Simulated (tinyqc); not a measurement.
# CMOS inverter, nodal equation and switching: effects of single changes

An n-channel pull-down (bn, VTn) and a p-channel pull-up (bp, VTp) share the input Vin and the output node Vout, which carries the load C. Transistor (EKV form, voltages against the body): I = 2 n b Vt^2 [F(vp - Vs) - F(vp - Vd)] from drain to source, F(v) = ln^2(1 + exp(v/(2 Vt))), vp = (Vg - VT + sg |Vd - Vs|)/n. n-channel bodies are at 0; for the p-channel device all voltages are counted down from Vdd. b in uA/V^2 gives I in uA. Static: In = Ip. Transient: C dVout/dt = Ip - In. No velocity saturation, no gate capacitance beyond C.

Values chosen for this exercise:
- T = 293 K (temperature)
- Vdd = 0.5 V (supply voltage)
- n = 1.4 (slope factor)
- sg = 0.109 (drain-induced barrier lowering)
- VTn = 0.32 V (n-channel threshold)
- VTp = 0.42 V (p-channel threshold (magnitude))
- bn = 730 uA/V^2 (gain factor of the pull-down transistor)
- bp = 1500 uA/V^2 (gain factor of the pull-up transistor)
- C = 2.5 fF (load capacitance)

Constants: q = 1.602176634e-19 C, kB = 1.380649e-23 J/K, Vt = kB T/q. Results are converted to the units shown.

Each table varies one quantity; the others keep the values above.

## Effect of the slope factor

VM solves In = Ip with Vin = Vout; VIL and VIH are the inputs of gain -1, NML = VIL - Vout(VIH), NMH = Vout(VIL) - VIH. For a step input the delay to Vdd/2 is tHL = C times the integral of dV/(In - Ip) from Vdd/2 to Vdd at Vin = Vdd, and tLH likewise with Ip - In from 0 to Vdd/2 at Vin = 0.

Effect of the slope factor:
```
n    VM (V)  gain at VM  NML (V)  NMH (V)  tHL (ps)  tLH (ps)
1    0.2137      -9.162   0.1577   0.2382     35.06     53.58
1.1  0.2147      -9.161   0.1571   0.2354     38.41     57.46
1.2  0.2158      -9.160   0.1566   0.2327     41.69     60.94
1.3  0.2168      -9.159   0.1562   0.2300     44.88     64.04
1.4  0.2178      -9.157   0.1559   0.2274     47.98     66.77
1.5  0.2189      -9.156   0.1556   0.2248     50.96     69.17
1.6  0.2199      -9.155   0.1554   0.2223     53.83     71.24
```

As n goes from 1 to 1.6, VM rises from 0.214 to 0.220 V, the size of the gain stays near 9.16, tHL rises from 35.1 to 53.8 ps and tLH rises from 53.6 to 71.2 ps. The smaller margin is largest, 0.158 V, at n = 1 among the rows.

## Effect of the supply voltage

Same model as above.

Effect of the supply voltage:
```
Vdd (V)   VM (V)  gain at VM  NML (V)  NMH (V)  tHL (ps)  tLH (ps)
0.2      0.06763      -6.016  0.02407  0.09831      4492   3.223e4
0.3       0.1169      -8.544  0.06836   0.1422     549.9      2663
0.4       0.1671      -9.073   0.1124   0.1855     121.8     304.3
0.5       0.2178      -9.157   0.1559   0.2274     47.98     66.77
0.6       0.2693      -9.171   0.1984   0.2668     26.53     26.18
0.8       0.3758      -9.174   0.2794   0.3323     12.92     9.427
1         0.4878      -9.174   0.3564   0.3765     8.279     5.338
1.2       0.6034      -9.174   0.4330   0.4057     6.029     3.637
```

Read the table: what changes, and by how much?

As Vdd goes from 0.2 to 1.2 V, VM rises from 0.0676 to 0.603 V, the size of the gain rises from 6.02 to 9.17, tHL falls from 4490 to 6.03 ps and tLH falls from 32200 to 3.64 ps. The smaller margin is largest, 0.406 V, at Vdd = 1.2 V among the rows. For Vdd = 1 to 1.2 V the overdrive passes 0.5 V, where velocity saturation, left out here, would lengthen the delays of short devices. For Vdd = 0.2 to 0.4 V the supply is below a threshold, where mismatch, left out here, dominates margins and delay.

## Energy per operation against supply voltage

A chain of 50 such gates sets the cycle time tc = 50 (tHL + tLH)/2; per gate and cycle the switching energy is 0.02 C Vdd^2 and the leakage energy Vdd Ileak tc, Ileak the mean supply current at Vin = 0 and Vdd.

Results:
```
Vdd (V)  tc (ns)  switching (aJ)  leakage (aJ)  total (aJ)
0.15        3257           1.125         64.41       65.54
0.25       265.1           3.125         12.06       15.19
0.3        80.33           4.500         5.115       9.615
0.35       26.99           6.125         2.337       8.462
0.4        10.65           8.000         1.228       9.228
0.5        2.869           12.50        0.5612       13.06
0.6        1.318           18.00        0.4196       18.42
0.8       0.5586           32.00        0.4356       32.44
1         0.3404           50.00        0.6076       50.61
```

Estimate the missing row, Vdd = 0.2 V.

Computed row:
```
Vdd (V)  tc (ns)  switching (aJ)  leakage (aJ)  total (aJ)
0.2        918.0           2.000         28.58       30.58
```

With this row back in the table: The total energy goes from 65.5 through a minimum of 8.46 (at Vdd = 0.35 V among the rows listed) to 50.6 aJ, while the cycle time falls from 3260 to 0.340 ns. Leakage makes up 98 % of the total in the first row and 1.2 % in the last. Below threshold the cycle lengthens exponentially and leakage flows for all of it, hence the minimum. At Vdd = 1 V the overdrive passes 0.5 V, where velocity saturation, left out here, would lengthen the delays of short devices. For Vdd = 0.15 to 0.4 V the supply is below a threshold, where mismatch, left out here, dominates margins and delay.

Computed by the program tinyqc: `OMP_NUM_THREADS=1 python tinyqc.py 2340074 2340075 out.jsonl`, one thread of a shared Intel Xeon 2.30GHz, about 0.03 s for the whole run.
